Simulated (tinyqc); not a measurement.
What moves the results: two electrons on one impurity (helium-like model). A value that a table varies takes the place of the one given here.

Units Ha* = 2 Ry m/eps^2 and a* = a0 eps/m. One electron is bound by Z^2/2. Two electrons in the singlet built from exp(-a r) and exp(-b r): S = 8 (ab)^(3/2)/(a + b)^3, h_aa = a^2/2 - Z a, h_bb alike, h_ab = S (ab/2 - Z (a + b)/2), J = ab (a^2 + 3ab + b^2)/(a + b)^3, K = 20 (ab)^3/(a + b)^5, E = (h_aa + h_bb + 2 S h_ab + J + K)/(1 + S^2). For a = b this is a^2 - 2 Z a + 5a/8. Real double donors are deeper, since the central cell is left out.

Constants: e^2/(4 pi eps0) = 14.39964547 eV angstrom.

Values chosen for the exercise (near those of impurities in 3C SiC; the results hold for these values, not for the real material):
- m = 0.351 m0 (one mean mass)
- eps = 9.6 (dielectric constant)
- Zs = (1, 1.06, 1.23, 1.47, 1.93, 2.51, 3.41) (charges)
- a_lat = 4.36 angstrom (lattice constant)
- Eg = 2.388 eV (gap)
- ED = 50.8 meV (donor binding)
- EA = 238.3 meV (acceptor binding)
- W0 = 0.3 x 1e7/s (rate at zero distance)
- kind = opposite (sublattices of donor and acceptor)
- shells = (121, 160, 205, 351, 565, 573, 748) (shell numbers)

## Effective charge

Ha* = 103.6371 meV

Binding of the first electron, of the second (-E - Z^2/2) with equal and with unequal orbitals, and U, the first less the second (unequal).

Results (meV):
```
Z     first  second, equal  second, unequal   a/b      U  U/(Z Ha*)
1.00   51.8          -2.83             1.38  3.67   50.4      0.487
1.06   58.2          -0.32             3.63  3.19   54.6      0.497
1.23   78.4           8.85            12.35  2.57   66.0      0.518
1.47  112.0          26.88            30.08  2.19   81.9      0.538
1.93  193.0          78.13            81.06  1.87  112.0      0.560
2.51  326.5         174.00           176.78  1.68  149.7      0.575
3.41  602.6         391.80           394.46  1.53  208.1      0.589
```

Equal orbitals bind a second electron only above Z = (5/16)/(1 - 1/sqrt2) = 1.067; unequal ones do so in 7 of the 7 rows. Their gain is 4.21 meV in the first row and 2.66 in the last, while the second binding grows to 394 meV, so the gain decides the matter only near Z = 1. U grows almost linearly with Z: U/(Z Ha*) goes from 0.487 to 0.589, towards 5/8, while the first binding grows as Z^2. Angular correlation is left out: at Z = 1 this function binds the second electron by 0.0133 Ha*, half the exact 0.0278.

## Pair lines (donor-acceptor pair recombination)

h nu = Eg - ED - EA + q/(eps R), q = e^2/(4 pi eps0); shell j lies at R = a_lat sqrt(j/2) for the same sublattice and a_lat sqrt(j/2 - 5/16) for opposite ones (on the same sublattice shells 14, 30, 46, 56, 62, ... are empty, where 2j has the form 4^a (8b + 7)); rate W = W0 exp(-2R/aD) with the donor radius aD = q/(2 eps ED). Polarisation and overlap terms, which matter for close pairs, are left out.

Energy, rate and lifetime for each shell.

Lines:
```
shell  R (angstrom)  Coulomb (meV)  h nu (eV)  step to the next shell (meV)  1/W (microsecond)
121           33.83           44.3     2.1432                          0.18               32.6
160           38.92           38.5     2.1374                          0.12               65.0
205           44.07           34.0     2.1329                         0.083                131
351           57.71           26.0     2.1249                         0.037                828
565           73.24           20.5     2.1194                         0.018           6.79e+03
573           73.76           20.3     2.1192                         0.018           7.28e+03
748           84.28           17.8     2.1167                         0.012           3.03e+04
```

limit for distant pairs = 2.0989 eV
aD = 14.8 angstrom

The lines crowd together, on average as R^-3: the step falls from 0.18 to 0.012 meV, so distant pairs merge into a band. Close pairs emit higher and 930 times faster over this table, so the band shifts to lower energy with delay and to higher energy with stronger pumping. All these lines lie below Eg, and R/aD runs from 2.3 up.

Run: tinyqc, `OMP_NUM_THREADS=1 python tinyqc.py 1281859 1281860 out.jsonl`; Intel(R) Xeon(R) Processor @ 2.30GHz, one thread, shared host; about 0.06 s of CPU time with all checks.
